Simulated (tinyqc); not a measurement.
Fermi-level pinning at a metal contact (Cowley-Sze model): one step of the calculation.

Interface states of density Ds lie behind a thin layer of thickness dl. Neglecting the depletion charge, the barrier for electrons is phi = S (pM - chi) + (1 - S) E0 with S = 1/(1 + q Ds dl/(eps0 ei)); the barrier for holes is Eg - phi.

Question. Barrier. Also the charge in the states, Ds (phi - E0), and the drop across the layer, pM - chi - phi.

Inputs (values chosen for the exercise); material values close to those of silicon:
- Eg = 1.11 eV (band gap)
- chi = 3.98 eV (electron affinity)
- Ds = 3.6e12 cm^-2 eV^-1 (density of interface states)
- E0 = 0.41 eV (depth of their neutrality level below the conduction edge)
- dl = 0.46 nm (thickness of the interface layer)
- ei = 3.2 (its relative permittivity)
- pM = 4.74 eV (metal work function)

Constants: q = 1.602176634e-19 C, eps0 = 8.8541878128e-14 F/cm where lengths are in cm. Results are converted to the units shown.

Wanted: S; phi; barrier for holes; charge in the states; drop across the layer.

Answer.

S = 0.91438
phi = 0.73003 eV
barrier for holes = 0.37997 eV
charge in the states = 1.1521e12 cm^-2
drop across the layer = 0.029968 V

Program tinyqc, `OMP_NUM_THREADS=1 python tinyqc.py 2430171 2430172 out.jsonl`; Intel Xeon 2.30GHz, shared host, one thread, about 0.01 s.
